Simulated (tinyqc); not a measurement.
Inside a calculation. Method: Hueckel theory of the pi electrons, for the molecule C=NC(=C)C(=C)Cl (SMILES; centres numbered as the heavy atoms are written). One step of it, computed by the program tinyqc.

Task: Energy, charges, bond orders. E = sum n x; q_r = z_r - P_rr; bond order p = P_rs; free valence = sqrt(3) - sum of p over the bonds of the atom.

x values: 2.216394  1.921397  1.080111  0.531909  -0.488308  -0.898638  -1.862865

occupations: 2.000000  2.000000  2.000000  2.000000  0.000000  0.000000  0.000000

charge and bond-order matrix P:
```
            1C         2N         3C         4C         5C         6C        7Cl
1C    0.797644   0.888381  -0.039426  -0.400037  -0.088184   0.016580   0.013983
2N    0.888381   1.202409   0.400159  -0.039426  -0.017252  -0.088184  -0.007308
3C   -0.039426   0.400159   0.985077   0.819910   0.405862   0.010260  -0.031846
4C   -0.400037  -0.039426   0.819910   1.014243   0.010260  -0.406857  -0.017975
5C   -0.088184  -0.017252   0.405862   0.010260   0.989591   0.900904   0.123936
6C    0.016580  -0.088184   0.010260  -0.406857   0.900904   1.026617  -0.118213
7Cl   0.013983  -0.007308  -0.031846  -0.017975   0.123936  -0.118213   1.984418
```

Centres:
```
centre  z_r, pi electrons of the neutral centre         h
1C                                            1  0.000000
2N                                            1  0.500000
3C                                            1  0.000000
4C                                            1  0.000000
5C                                            1  0.000000
6C                                            1  0.000000
7Cl                                           2  2.000000
```

Bonds:
```
i  j         k
1  2         1
2  3  1.000000
3  4         1
3  5         1
5  6         1
5  7  0.400000
```

Give: pi energy = 8 alpha + this times beta; pi charges; Bond orders and lengths from R = 1.517 - 0.180 p; free valence of the carbons; gap between the highest filled and the next level.

Result:

pi energy = 8 alpha + this times beta = 11.4996

pi charges: 1C 0.2024, 2N -0.2024, 3C 0.0149, 4C -0.0142, 5C 0.0104, 6C -0.0266, 7Cl 0.0156

Bond orders and lengths from R = 1.517 - 0.180 p (angstrom, C-C alone):
```
bond       p       R
1-2   0.8884       -
2-3   0.4002       -
3-4   0.8199  1.3694
3-5   0.4059  1.4439
5-6   0.9009  1.3548
5-7   0.1239       -
```

free valence of the carbons: 1C 0.8437, 3C 0.1061, 4C 0.9121, 5C 0.3013, 6C 0.8311

gap between the highest filled and the next level = 1.0202 |beta|
